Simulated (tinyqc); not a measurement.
Tamm state at the end of a one-band chain: sweeps and comparisons. A value that a table varies takes the place of the one given here.

A half-infinite chain with site energy 0 and hopping -t, band E = -2t cos(ka); the end site has energy D. The surface Green function of the unperturbed half chain is g = (E -/+ sqrt(E^2 - 4t^2))/(2t^2), the root with |t g| <= 1 and Im g <= 0, and with the shift G = g/(1 - D g).

Values chosen for the exercise: t = 2.19 eV (hopping); a = 3.9 angstrom (spacing); D = 4.65 eV (shift of the end site); E = -3.08 eV (energy in the band).

## Threshold for a surface state

For |D| > t: E = D + t^2/D, weight on the end site 1 - t^2/D^2, decay length of the amplitude a/ln|D/t|; a dash: no bound state. The last column is the surface density -Im G/pi at E = 0.

Against D:

| D/t | D (eV) | E (eV) | end weight | decay length (angstrom) | density at E = 0 (1/eV) |
|---|---|---|---|---|---|
| -3.00 | -6.570 | -7.3000 | 0.8889 | 3.55 | 0.0145 |
| -2.00 | -4.380 | -5.4750 | 0.7500 | 5.63 | 0.0291 |
| -1.40 | -3.066 | -4.6303 | 0.4898 | 11.59 | 0.0491 |
| -1.10 | -2.409 | -4.3999 | 0.1736 | 40.92 | 0.0658 |
| -0.80 | -1.752 | - | - | - | 0.0886 |
| 0.50 | 1.095 | - | - | - | 0.1163 |
| 0.95 | 2.080 | - | - | - | 0.0764 |
| 1.05 | 2.300 | 4.3852 | 0.0930 | 79.93 | 0.0691 |
| 1.30 | 2.847 | 4.5316 | 0.4083 | 14.86 | 0.0540 |
| 2.50 | 5.475 | 6.3510 | 0.8400 | 4.26 | 0.0200 |

What can be read from the table?

A state splits off only for |D| > t = 2.19 eV, although in the middle of an endless chain any shift binds one. Just past the threshold, at D/t = 1.05, it lies 5.2 meV outside the band and spreads over 79.9 angstrom; at D/t = -3 it holds 89 % of the end site, and the density left at the band centre has fallen to 0.10 of the clean value.

## What each parameter does

E = D + t^2/D, weight 1 - (t/D)^2, decay length -a/ln|t/D|, surface density -Im G/pi at E. Each row changes one parameter from the base and keeps the others.

Results:

| case | bound level (eV) | weight | decay (angstrom) | density (1/eV) |
|---|---|---|---|---|
| base | 5.6814 | 0.7782 | 5.180 | 0.0122 |
| t = 2.2995 eV | 5.7871 | 0.7555 | 5.538 | 0.0132 |
| D = 5.58 eV | 6.4395 | 0.8460 | 4.170 | 0.0093 |
| a = 4.29 angstrom | 5.6814 | 0.7782 | 5.697 | 0.0122 |
| E = -1.54 eV | 5.6814 | 0.7782 | 5.180 | 0.0194 |

What does this show?

The largest shifts from the base row, up to three for each result and ties (the steps differ in size, so this ranks the rows, not the parameters). bound level (eV): D +0.7581, t +0.1057; unchanged at the printed digits by a and E. weight: D +0.0678, t -0.0227; unchanged at the printed digits by a and E. decay (angstrom): D -1.010, a +0.518, t +0.359; unchanged at the printed digits by E. density (1/eV): E +0.0073, D -0.0028, t +0.0010; unchanged at the printed digits by a.

Computed by tinyqc, a small Python program: `OMP_NUM_THREADS=1 python tinyqc.py 1450845 1450846 out.jsonl` (the numbers bound the seed that draws the inputs); one thread of a shared host (Intel(R) Xeon(R) Processor @ 2.30GHz), about 0.01 s for the whole set of steps.
